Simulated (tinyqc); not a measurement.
## Off-state leakage of single and stacked transistors: subthreshold current against the height of the stack

n-channel devices of unit width. Subthreshold current I(Vg, Vs, Vd) = I0 (T/300 K)^0.5 exp[(Vg - Vs - VT(T) - gb (Vs - Vb) + dd (Vd - Vs))/(nf Vt)] (1 - exp(-(Vd - Vs)/Vt)), VT(T) = VT - cT (T - 300 K). Gate-edge tunnelling Ig (Vd/1 V) exp(ag (Vd - 1 V)), for a gate at 0 V, and band-to-band leakage Ab u exp(-Bb/u), u = Vd - Vb + 1 V, flow at a drain held at V; both are taken as independent of T. In a stack of off transistors (all gates at 0 V) the same subthreshold current passes through each.

All n gates at 0 V, bottom source at 0 V, top drain at V; node voltages follow from equal currents.

Inputs (values chosen for the exercise); values of the order met in bulk silicon logic transistors: temperature T = 358 K; supply voltage V = 0.8 V; threshold at 300 K, zero drain and body bias VT = 0.39 V; fall of the threshold with temperature cT = 0.8 mV/K; current at threshold at 300 K I0 = 0.33 uA/um; slope factor nf = 1.31; drain-induced lowering per volt dd = 0.08; rise of the threshold per volt of source-body bias gb = 0.22; body voltage Vb = -0.3 V.

Constants: q = 1.602176634e-19 C, kB = 1.380649e-23 J/K, Vt = kB T/q. Results are converted to the units shown.

Result of one run:
columns A: I (nA/um); B: reduction factor; C: drain voltage of the bottom device (mV); D: source voltage of the top device (mV); E: voltage across the top device (V)
```
A              B       C  D        E
0.069661  1.0000  800.00  0  0.80000
```

Which number of transistors in series n gave this result: 1, 2, 3 or 4?

n = 1.

The whole series:
columns A: n; B: I (nA/um); C: reduction factor; D: drain voltage of the bottom device (mV); E: source voltage of the top device (mV); F: voltage across the top device (V)
```
A          B       C       D       E        F
1   0.069661  1.0000  800.00       0  0.80000
2   0.012947  5.3804  52.313  52.313  0.74769
3  0.0070515  9.8788  19.834  71.202  0.72880
4  0.0048392  14.395  12.369  82.907  0.71709
5  0.0036821  18.919  8.9990  91.401  0.70860
6  0.0029712  23.446  7.0749  98.071  0.70193
```

The second transistor cuts the current by a factor of 5.38, the third by a further 1.84 and the sixth by 1.24. The top device keeps 87.7 % of the supply at n = 6, while the drain voltage of the bottom one falls to 0.229 Vt.

tinyqc, about 0.05 s, one thread, Intel Xeon 2.30GHz (shared host): `OMP_NUM_THREADS=1 python tinyqc.py 2242115 2242116 out.jsonl`
